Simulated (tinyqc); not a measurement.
# Space-charge-limited current with shallow traps: from ohmic to space-charge-limited current

One carrier type, drift only, an injecting contact at x = 0 (zero field) and thickness L. The share th = y/(1 + y), y = (Nc/Nt) exp(-Et/kB T), of the injected charge is free: J = q mu n F, eps0 eps_r dF/dx = q (n - n0)/th.

Ohmic J = q n0 mu V/L; Mott-Gurney J = (9/8) th eps0 eps_r mu V^2/L^3; they cross at Vx = 8 q n0 L^2/(9 th eps0 eps_r); traps fill at V_TFL = q Nt L^2/(2 eps0 eps_r). Exact: with u = n0/n(L), w = -u - ln(1 - u) and v = -u - u^2/2 - ln(1 - u), V = (q n0 L^2/(th eps0 eps_r)) v/w^2 and J = q^2 n0^2 mu L/(th eps0 eps_r w).

Values chosen for this exercise:
- T = 350 K (temperature)
- eps_r = 8.2 (relative permittivity)
- mu = 17 cm^2/(V s) (mobility)
- L = 4200 nm (thickness)
- Nc = 2e19 cm^-3 (band density of states)
- Nt = 3e15 cm^-3 (trap density)
- Et = 0.43 eV (trap depth)
- n0 = 3.7e11 cm^-3 (free carrier density in equilibrium)

Constants: q = 1.602176634e-19 C, kB = 1.380649e-23 J/K, Vt = kB T/q, eps0 = 8.8541878128e-14 F/cm where lengths are in cm. Results are converted to the units shown.

From ohmic to space-charge-limited current:

| V (V) | J (A/cm^2) | ohmic (A/cm^2) | Mott-Gurney (A/cm^2) | d ln J/d ln V |
|---|---|---|---|---|
| 0.22 | 5.463e-4 | 5.279e-4 | 3.872e-5 | 1.036 |
| 0.45 | 0.001163 | 0.001080 | 1.620e-4 | 1.083 |
| 0.91 | 0.002582 | 0.002183 | 6.626e-4 | 1.195 |
| 1.8 | 0.006187 | 0.004319 | 0.002592 | 1.376 |
| 3.7 | 0.01802 | 0.008878 | 0.01095 | 1.588 |
| 7.6 | 0.06033 | 0.01824 | 0.04621 | 1.759 |
| 15 | 0.2075 | 0.03599 | 0.1800 | 1.866 |
| 31 | 0.8251 | 0.07438 | 0.7689 | 1.931 |
| 64 | 3.393 | 0.1536 | 3.277 | 1.966 |
| 130 | 13.76 | 0.3119 | 13.52 | 1.983 |

Read the table: what changes, and by how much?

The local exponent rises from 1.04 to 1.98, passing from ohmic towards the square law around Vx = 3.00 V. In the last row J is 1.7 % above the Mott-Gurney value. For V = 31, 64, 130 the voltage exceeds half of V_TFL = 58.4 V, near which the traps fill and the current rises steeply beyond this model. For V = 0.22, 0.45, 0.91, 1.8 the voltage is under 100 kB T/q, where diffusion would add more than a third of the Mott-Gurney current.

Range of the model: Diffusion and a field-dependent mobility are left out. With injecting contacts the diffusion current, about 4 pi^2 Vt th eps0 eps_r mu V/L^3, equals the Mott-Gurney current at V = 35 kB T/q (0.9 V at 300 K), so the drift-only result needs V well above that.

Program tinyqc, `OMP_NUM_THREADS=1 python tinyqc.py 2370091 2370092 out.jsonl`; Intel Xeon 2.30GHz, shared host, one thread, about 0.01 s.
